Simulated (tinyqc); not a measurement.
# CMOS inverter, nodal equation and switching: what changes with what

An n-channel pull-down (bn, VTn) and a p-channel pull-up (bp, VTp) share the input Vin and the output node Vout, which carries the load C. Transistor (EKV form, voltages against the body): I = 2 n b Vt^2 [F(vp - Vs) - F(vp - Vd)] from drain to source, F(v) = ln^2(1 + exp(v/(2 Vt))), vp = (Vg - VT + sg |Vd - Vs|)/n. n-channel bodies are at 0; for the p-channel device all voltages are counted down from Vdd. b in uA/V^2 gives I in uA. Static: In = Ip. Transient: C dVout/dt = Ip - In. No velocity saturation, no gate capacitance beyond C.

Inputs (values chosen for the exercise): temperature T = 300 K; supply voltage Vdd = 1.2 V; slope factor n = 1.21; drain-induced barrier lowering sg = 0.089; n-channel threshold VTn = 0.39 V; p-channel threshold (magnitude) VTp = 0.3 V; gain factor of the pull-down transistor bn = 780 uA/V^2; gain factor of the pull-up transistor bp = 780 uA/V^2; load capacitance C = 0.63 fF.

Constants: q = 1.602176634e-19 C, kB = 1.380649e-23 J/K, Vt = kB T/q. Results are converted to the units shown.

Each table varies one quantity; the others keep the values above.

## Effect of the slope factor

VM solves In = Ip with Vin = Vout; VIL and VIH are the inputs of gain -1, NML = VIL - Vout(VIH), NMH = Vout(VIL) - VIH. For a step input the delay to Vdd/2 is tHL = C times the integral of dV/(In - Ip) from Vdd/2 to Vdd at Vin = Vdd, and tLH likewise with Ip - In from 0 to Vdd/2 at Vin = 0.

Effect of the slope factor:
```
n    VM (V)  gain at VM  NML (V)  NMH (V)  tHL (ps)  tLH (ps)
1    0.6413      -11.24   0.4441   0.3541     1.245     1.044
1.1  0.6413      -11.24   0.4511   0.3611     1.357     1.130
1.2  0.6413      -11.24   0.4573   0.3673     1.474     1.222
1.3  0.6413      -11.24   0.4627   0.3727     1.593     1.318
1.4  0.6413      -11.24   0.4675   0.3775     1.715     1.416
1.5  0.6413      -11.24   0.4718   0.3818     1.837     1.515
1.6  0.6413      -11.24   0.4755   0.3855     1.959     1.616
```

As n goes from 1 to 1.6, VM stays near 0.641 V, the size of the gain stays near 11.2, tHL rises from 1.25 to 1.96 ps and tLH rises from 1.04 to 1.62 ps. The smaller margin is largest, 0.385 V, at n = 1.6 among the rows. In every row the overdrive passes 0.5 V, where velocity saturation, left out here, would lengthen the delays of short devices.

## Effect of the supply voltage

Same model as above.

Effect of the supply voltage:
```
Vdd (V)  VM (V)  gain at VM  NML (V)  NMH (V)  tHL (ps)  tLH (ps)
0.2      0.1399      -6.288   0.1094  0.01943   1.544e4      1011
0.3      0.1911      -10.08   0.1545  0.06454     944.4     100.4
0.4      0.2413      -11.03   0.1991   0.1091     94.98     21.70
0.5      0.2913      -11.20   0.2424   0.1524     21.99     8.883
0.6      0.3413      -11.23   0.2835   0.1935     9.319     5.075
0.8      0.4413      -11.23   0.3542   0.2642     3.647     2.561
1        0.5413      -11.24   0.4099   0.3199     2.138     1.671
1.2      0.6413      -11.24   0.4578   0.3678     1.486     1.231
```

What does the comparison show?

As Vdd goes from 0.2 to 1.2 V, VM rises from 0.140 to 0.641 V, the size of the gain rises from 6.29 to 11.2, tHL falls from 15400 to 1.49 ps and tLH falls from 1010 to 1.23 ps. The smaller margin is largest, 0.368 V, at Vdd = 1.2 V among the rows. For Vdd = 1 to 1.2 V the overdrive passes 0.5 V, where velocity saturation, left out here, would lengthen the delays of short devices. For Vdd = 0.2 to 0.3 V the supply is below a threshold, where mismatch, left out here, dominates margins and delay.

## Effect of the n-channel threshold

Same model as above.

Result of one run:
```
VTn (V)  VM (V)  gain at VM  NML (V)  NMH (V)  tHL (ps)  tLH (ps)
0.35     0.6230      -11.24   0.4295   0.3795     1.363     1.231
```

What becomes of these results when the n-channel threshold VTn is changed from 0.35 to 0.5 V, all else the same?

Result of the changed run:
```
VTn (V)  VM (V)  gain at VM  NML (V)  NMH (V)  tHL (ps)  tLH (ps)
0.5      0.6918      -11.24   0.5352   0.3352     1.930     1.231
```

The whole series:
```
VTn (V)  VM (V)  gain at VM  NML (V)  NMH (V)  tHL (ps)  tLH (ps)
0.15     0.5311      -11.22   0.2873   0.4373    0.9415     1.231
0.2      0.5541      -11.23   0.3229   0.4229     1.024     1.231
0.25     0.5770      -11.24   0.3585   0.4085     1.119     1.231
0.3      0.6000      -11.24   0.3941   0.3941     1.231     1.231
0.35     0.6230      -11.24   0.4295   0.3795     1.363     1.231
0.4      0.6459      -11.24   0.4649   0.3649     1.519     1.231
0.45     0.6689      -11.24   0.5001   0.3501     1.706     1.231
0.5      0.6918      -11.24   0.5352   0.3352     1.930     1.231
```

As VTn goes from 0.15 to 0.5 V, VM rises from 0.531 to 0.692 V, the size of the gain stays near 11.2, tHL rises from 0.942 to 1.93 ps and tLH stays near 1.23 ps. The smaller margin is largest, 0.394 V, at VTn = 0.3 V among the rows. In every row the overdrive passes 0.5 V, where velocity saturation, left out here, would lengthen the delays of short devices.

Program tinyqc, `OMP_NUM_THREADS=1 python tinyqc.py 2340112 2340113 out.jsonl`; Intel Xeon 2.30GHz, shared host, one thread, about 0.05 s.
